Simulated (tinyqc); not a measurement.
The window in starting coverage: bottom-up copper filling of a trench by curvature-enhanced accelerator coverage. Computed by tinyqc, a small Python program. Command: `OMP_NUM_THREADS=1 python tinyqc.py 3010849 3010850 out.jsonl superfill walk`. One thread of a shared host (Intel(R) Xeon(R) Processor @ 2.30GHz), about 0.07 s of CPU time with the checks.

A rectangular trench keeps vertical walls and a flat floor. An accelerator floats on the surface; where area is lost in the corners it is passed on to the floor.

Inputs (values chosen for the exercise, close to those used for damascene copper plating): trench width w = 52 nm; aspect ratio h/w = 2.5; exchange current of the suppressed surface i_0 = 0.014 mA/cm^2; exchange current of the accelerated surface i_1 = 1.8 mA/cm^2; transfer coefficient alpha = 0.51; overpotential eta = 0.14 V; adsorption rate k_a = 0.00016 1/s; cupric ion concentration C = 0.84 mol/l; diffusivity D = 4.1e-06 cm^2/s; boundary layer delta = 51 um; temperature T = 298 K.

Constants: e = 1.602176634e-19 C; N_A = 6.02214076e+23 1/mol; k_B = 8.617333262e-05 eV/K.

Method. Kinetic current i_k = [i_0 (1 - theta) + i_1 theta] exp(alpha eta/(k_B T)), limit i_L = 2 F D C/delta, i = 1/(1/i_k + 1/i_L); velocity v = i Omega/(2F), Omega = 7.11 cm^3/mol, F = e N_A. Depletion inside the trench is ignored. Half width x, floor height y, depth h = aspect ratio x w. dx/dt = -v_s, dy/dt = v_b. d theta_b/dt = k_a (1 - theta_b) + [theta_s v_b + theta_b v_s]/x: the floor takes the accelerator of the wall it covers and keeps its own as it narrows. d theta_s/dt = k_a (1 - theta_s). theta_b is capped at 1. Integrate (tolerance 1e-9) until the walls meet (x = 0.02 w/2) or the floor passes the original mouth y = h. Start: x = w/2, y = 0, theta_b = theta_s = theta_0. Height filled = y/h, opening left = x/(w/2).

Outcome:
```
theta_0  v(1)/v(theta_0)  height filled  opening left  time (s)
0.001             93.436         0.9898      0.020000    127.32
0.003             76.228         1.0000      0.024762    118.62
0.010             46.387         1.0000      0.045721     93.34
0.020             29.790         1.0000      0.063141     69.51
0.050             14.433         1.0000      0.041319     39.15
0.100              7.825         0.8167      0.020000     22.47
0.200              4.148         0.5739      0.020000     12.04
0.400              2.203         0.3782      0.020000      6.41
0.800              1.202         0.2334      0.020000      3.50
```

The fill succeeds for theta_0 from 0.003 to 0.05 among these rows, with the widest margin at 0.02. Too little accelerator takes too long to concentrate. Too much speeds the walls as well and removes the contrast.
